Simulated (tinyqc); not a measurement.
# Metal-interlayer-semiconductor contact, depinning against tunnelling resistance: what changes with what

Zero bias, n-type semiconductor. Gap states at the semiconductor surface thin out as exp(-be ti), which unpins the barrier; electrons must then cross the interlayer (a rectangular barrier, no voltage drop across it) and the parabolic depleted layer, both by WKB. Energies E are counted from the Fermi level; no image force, parabolic bands.

Parameters, values chosen for the exercise; semiconductor values close to those of germanium; interlayer mass of the order of that in titanium dioxide, offset chosen freely:
- T = 250 K (temperature)
- Eg = 0.672 eV (band gap)
- eps_r = 15.6 (relative permittivity)
- chi = 3.85 eV (electron affinity)
- Nc = 7.91e18 cm^-3 (conduction-band density of states at T)
- mt = 0.124 m0 (tunnelling mass in the semiconductor)
- mA = 1.13 m0 (Richardson mass)
- Nd = 1.2e19 cm^-3 (donor density)
- E0 = 0.09 eV (charge-neutrality level above the valence band)
- S0 = 0.049 (pinning factor without interlayer)
- phiM = 4.43 eV (metal work function)
- ti = 0.6 nm (interlayer thickness)
- dE = 0.11 eV (conduction-band offset of the interlayer above the semiconductor)
- mi = 0.3 m0 (tunnelling mass in the interlayer)
- be = 2.4 1/nm (decay constant of gap states through the interlayer)

Constants: q = 1.602176634e-19 C, kB = 1.380649e-23 J/K, eps0 = 8.8541878128e-12 F/m, hbar = 1.054571817e-34 J s, h = 6.62607015e-34 J s, m0 = 9.1093837015e-31 kg, Vt = kB T/q, hbar^2/(2 m0) = 0.0380998212 eV nm^2. Results are converted to the units shown.

Each table varies one quantity; the others keep the values above.

## Contact resistivity against the interlayer thickness

S = 1/(1 + (1/S0 - 1) exp(-be ti)); phiB = S (phiM - chi) + (1 - S)(Eg - E0); xi = Ec - EF deep inside, from Nd = Nc F(-xi/Vt), F(x) = (2/sqrt(pi)) int_0^infinity sqrt(u) du/(1 + exp(u - x)); band bending U = phiB - xi; E00 = (hbar/2) sqrt(Nd/(eps0 eps_r mt m0)) in volts; A = 4 pi q mA m0 kB^2/h^3. With U = phiB - xi: for xi < E < phiB, y = (E - xi)/U and G1 = (U/E00) [sqrt(1 - y) - y ln((1 + sqrt(1 - y))/sqrt(y))], G1 = 0 above phiB; G2 = 2 ti sqrt(mi max(phiB + dE - E, 0)/C), C = hbar^2/(2 m0); f = 1/(1 + exp(E/Vt)); 1/rho_c = (A T^2/Vt^2) times the integral of exp(-G1 - G2) f over E from xi upwards. Shares under 0.001 % are printed as 0; rows without band bending are left out.

The same in every row: E00/Vt = 2.15.

Contact resistivity against the interlayer thickness:

| ti (nm) | S | phiB (eV) | rho_c (ohm cm^2) | rho_c with G2 = 0 (ohm cm^2) | peak of the integrand (eV) | share above phiB (%) |
|---|---|---|---|---|---|---|
| 0 | 0.0490 | 0.582 | 7.08e-5 | 7.08e-5 | 0.0381 | 0 |
| 0.3 | 0.0957 | 0.582 | 2.66e-4 | 7.07e-5 | 0.0405 | 0 |
| 0.6 | 0.179 | 0.582 | 9.95e-4 | 7.04e-5 | 0.0429 | 0 |
| 0.9 | 0.309 | 0.581 | 0.00369 | 7.01e-5 | 0.0456 | 0 |
| 1.2 | 0.479 | 0.581 | 0.0136 | 6.96e-5 | 0.0485 | 0 |
| 1.5 | 0.653 | 0.581 | 0.0499 | 6.91e-5 | 0.0516 | 0 |
| 1.8 | 0.795 | 0.580 | 0.182 | 6.87e-5 | 0.0550 | 0 |
| 2.1 | 0.888 | 0.580 | 0.660 | 6.85e-5 | 0.0588 | 0.00217 |
| 2.4 | 0.942 | 0.580 | 2.38 | 6.83e-5 | 0.0630 | 0.00551 |

Read the table: what changes, and by how much?

As ti goes from 0 to 2.4, phiB stays near 0.581 eV and rho_c rises from 7.08e-5 to 2.38 ohm cm^2. No thickness listed beats the bare contact: tunnelling through the layer costs more than the change of the barrier gains. The ratio of rho_c to its value with G2 = 0 runs from 1.00 to 34900.

## Contact resistivity against the donor density

Same model as above.

The same in every row: S = 0.179; phiB (eV) = 0.582.

Results:

| Nd (cm^-3) | E00/Vt | rho_c (ohm cm^2) | rho_c with G2 = 0 (ohm cm^2) | peak of the integrand (eV) | share above phiB (%) |
|---|---|---|---|---|---|
| 2.6e17 | 0.316 | 482 | 127 | 0.542 | 13.4 |
| 6.7e17 | 0.507 | 131 | 27.1 | 0.481 | 3.65 |
| 1.7e18 | 0.808 | 12.0 | 1.71 | 0.357 | 0.336 |
| 1.1e19 | 2.06 | 0.00155 | 1.11e-4 | 0.0486 | 0 |
| 2.9e19 | 3.34 | 1.85e-5 | 1.18e-6 | 0.00797 | 0 |
| 7.3e19 | 5.29 | 8.25e-7 | 4.87e-8 | -0.0132 | 0 |
| 1.9e20 | 8.54 | 8.61e-8 | 4.66e-9 | -0.0296 | 0 |
| 4.7e20 | 13.4 | 1.97e-8 | 9.51e-10 | -0.0421 | 0 |

Estimate the missing row, Nd = 4.4e18 cm^-3.

Computed row:

| Nd (cm^-3) | E00/Vt | rho_c (ohm cm^2) | rho_c with G2 = 0 (ohm cm^2) | peak of the integrand (eV) | share above phiB (%) |
|---|---|---|---|---|---|
| 4.4e18 | 1.30 | 0.198 | 0.0183 | 0.174 | 0.00553 |

With this row back in the table: As Nd goes from 2.6e17 to 4.7e20, phiB stays at 0.582 eV and rho_c falls from 482 to 1.97e-8 ohm cm^2. rho_c goes as Nd^(-1.38) between the first two rows and Nd^(-1.63) between the last two, while E00/Vt goes from 0.316 to 13.4 and the share above the barrier from 13.4 to 0 %. The ratio of rho_c to its value with G2 = 0 runs from 3.79 to 20.7.

Program tinyqc, `OMP_NUM_THREADS=1 python tinyqc.py 2270117 2270118 out.jsonl`; Intel Xeon 2.30GHz, shared host, one thread, about 0.04 s.
